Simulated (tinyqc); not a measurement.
Schottky diode by thermionic emission with image-force lowering and series resistance: one step of the calculation.

Metal on an n-type semiconductor with one parabolic valley; V > 0 is forward bias (metal positive). I = I0 [exp(Vj/(n Vt)) - 1] with Vj = V - I Rs; I0 = S A* T^2 exp(-(phi - dphi)/Vt), the lowering dphi taken at zero bias.

Task. Current and small-signal resistance. I = I0 [exp(Vj/(n Vt)) - 1], dV/dI = Rs + n Vt/(I + I0).

Inputs (values chosen for the exercise); band and dielectric values those of a made-up semiconductor:
```
symbol,value,unit,meaning
T,250,K,temperature
n,1.08,,ideality factor
Rs,1.3,ohm,series resistance
```

Constants: q = 1.602176634e-19 C, kB = 1.380649e-23 J/K, Vt = kB T/q. Results are converted to the units shown.

I0 = 4.6344123e-10 A
converged Vj = 0.45686862 V

Wanted: I; drop over Rs; dV/dI.

Result.

I = 156.25 mA
drop over Rs = 0.20313 V
dV/dI = 1.4489 ohm

Program tinyqc, `OMP_NUM_THREADS=1 python tinyqc.py 2640001 2640002 out.jsonl`; Intel Xeon 2.30GHz, shared host, one thread, about 0.01 s.
